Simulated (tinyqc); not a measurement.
Finnis-Sinclair potential for a bcc metal: fit to cohesion and elasticity, then vacancy, surfaces and structure. Inputs raised by 5 %, one at a time. Computed by tinyqc, a small Python program. Command: `OMP_NUM_THREADS=1 python tinyqc.py 3110042 3110043 out.jsonl fsfit sens`. One thread of a shared host (Intel(R) Xeon(R) Processor @ 2.30GHz), about 0.03 s of CPU time with the checks.

E = (1/2) sum V(r) - A sqrt(rho), rho = sum phi(r), phi = (r - d)^2 for r < d, V = (r - c)^2 (c0 + c1 r + c2 r^2) for r < c. In bcc the 8 first neighbours lie at sqrt(3) a/2 and the 6 second at a; both cut-offs lie below the third shell; Omega = a^3/2; E is per atom and z the number of atoms in a shell. The four constants A, c0, c1, c2 are fitted to E_c, zero pressure, B and C12 - C44 alone, so C44 and C11 - C12 are not matched singly; defects are unrelaxed.

Inputs (values chosen for the exercise, modelled on vanadium):
```
quantity,value,unit
lattice constant a,3.04,angstrom
cohesive energy E_c,5.29,eV
target C11,233,GPa
target C12,119,GPa
target C44,43.6,GPa
density cut-off d/a,1.233,-
pair cut-off c/a,1.239,-
```

Constants: 1 eV/angstrom^3 = 160.2176634 GPa; 1 eV/angstrom^2 = 16.02176634 J/m^2.

Method:
- rho = sum z phi, rho1 = sum z r phi', rho2 = sum z r^2 phi''. At zero pressure the effective pair part V + 2 F' phi obeys C12 = C44, so C12 - C44 = F'' (rho1/3)^2/Omega with F'' = A/(4 rho^(3/2)); this gives A.
- With v_k = (r - c)^2 r^k the rows are (1/2) sum z v_k, (1/2) sum z r v_k' and (1/2) sum z r^2 v_k''. With rho1 = sum z r phi' and rho2 = sum z r^2 phi'' the right-hand sides are: -E_c + A sqrt(rho) (cohesion); A rho1/(2 sqrt(rho)) (zero pressure); 9 B Omega + A [rho2/(2 sqrt(rho)) - rho1^2/(4 rho^(3/2))] with B = (C11 + 2 C12)/3.
- Solve the three equations.
- Second differences of E with strains of 1e-4: e_xx gives C11, (e_xx, e_yy) = (1, -1) gives 2 (C11 - C12), an engineering shear gives C44. B and C12 - C44 are fitted; the one combination left tests the choice of d.
- An atom in layer i below the surface keeps only neighbours no higher than the top layer; gamma = sum_i (E_i + E_c)/(area per surface atom), with layer spacings a/2, a/sqrt2 and areas a^2, a^2/sqrt2 for (100) and (110).

Runs:
```
input moved,from,to,A (eV/angstrom),gamma(100) (J/m^2),gamma(110) (J/m^2),C44 (GPa)
base run,-,-,2.0949,1.5161,1.2526,56.365
cohesive energy E_c (eV),5.29,5.5545,2.0949,1.7097,1.4399,48.558
target C11 (GPa),233,244.65,2.0949,1.5173,1.2517,61.218
target C12 (GPa),119,124.95,2.2602,1.3275,1.0576,62.607
target C44 (GPa),43.6,45.78,2.0343,1.5856,1.3237,55.894
pair cut-off c/a,1.239,1.30095,2.0949,1.5178,1.2514,60.979
```

Exponents ln(y'/y) / ln(x'/x):
```
input,A,gamma(100),gamma(110),C44
cohesive energy E_c,0.000,2.463,2.857,-3.056
target C11,0.000,0.016,-0.014,1.693
target C12,1.557,-2.722,-3.468,2.153
target C44,-0.601,0.919,1.132,-0.172
pair cut-off c/a,0.000,0.023,-0.020,1.613
```

To which inputs is each result most sensitive?

Among the inputs moved here: A answers most in size to target C12 (exponent +1.557), next to target C44 (-0.601); its exponent is below 0.0005 for cohesive energy E_c, target C11, pair cut-off c/a. Its exponent 0.000 in cohesive energy E_c: A follows from the Cauchy pressure alone. gamma(100) answers most in size to target C12 (exponent -2.722), next to cohesive energy E_c (+2.463). gamma(110) answers most in size to target C12 (exponent -3.468), next to cohesive energy E_c (+2.857). C44 answers most in size to cohesive energy E_c (exponent -3.056), next to target C12 (+2.153).
